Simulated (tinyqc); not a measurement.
Cluster expansion of a binary alloy: correlations, fit, cross-validation and ground states: one step, computed by the program tinyqc.

s = +1 for A and -1 for B. Energy per site E = J0 + J1 P(point) + sum over clusters of m V P, with P the mean product of spins; V > 0 on a pair favours unlike neighbours. Clusters per site m: pair 1 2, pair 2 2, pair 3 2, triplet 4; the triplet is two first-neighbour bonds at a right angle. Formation energies are counted from the line between pure A and pure B, which removes J0 and J1.

Task: Design matrix. Design matrix of formation energies: m (P - 1) for pairs and m (P(triplet) - P(point)) for the triplet; x = (1 - P(point))/2.

Lattice: square.

correlations P, counted on periodic cells:
```
                       point     pair 1     pair 2     pair 3    triplet
A                   1.000000   1.000000   1.000000   1.000000   1.000000
A3B p(2x2)          0.500000   0.000000   0.000000   1.000000  -0.500000
A3B c(4x2)          0.500000   0.000000   0.000000   0.500000  -0.500000
A2B diagonal rows   0.333333  -0.333333   0.333333  -0.333333  -0.333333
A2B rows            0.333333   0.333333  -0.333333   0.333333   0.333333
AB c(2x2)           0.000000  -1.000000   1.000000   1.000000   0.000000
AB p(2x1)           0.000000   0.000000  -1.000000   1.000000   0.000000
A2B2 rows           0.000000   0.500000   0.000000   0.000000   0.000000
AB2 diagonal rows  -0.333333  -0.333333   0.333333  -0.333333   0.333333
AB2 rows           -0.333333   0.333333  -0.333333   0.333333  -0.333333
AB3 p(2x2)         -0.500000   0.000000   0.000000   1.000000   0.500000
AB3 c(4x2)         -0.500000   0.000000   0.000000   0.500000   0.500000
B                  -1.000000   1.000000   1.000000   1.000000  -1.000000
```

Give: X.

Result:

X:
```
                   pair 1  pair 2  pair 3  triplet
A                   0.000   0.000   0.000    0.000
A3B p(2x2)         -2.000  -2.000   0.000   -4.000
A3B c(4x2)         -2.000  -2.000  -1.000   -4.000
A2B diagonal rows  -2.667  -1.333  -2.667   -2.667
A2B rows           -1.333  -2.667  -1.333    0.000
AB c(2x2)          -4.000   0.000   0.000    0.000
AB p(2x1)          -2.000  -4.000   0.000    0.000
A2B2 rows          -1.000  -2.000  -2.000    0.000
AB2 diagonal rows  -2.667  -1.333  -2.667    2.667
AB2 rows           -1.333  -2.667  -1.333    0.000
AB3 p(2x2)         -2.000  -2.000   0.000    4.000
AB3 c(4x2)         -2.000  -2.000  -1.000    4.000
B                   0.000   0.000   0.000    0.000
```
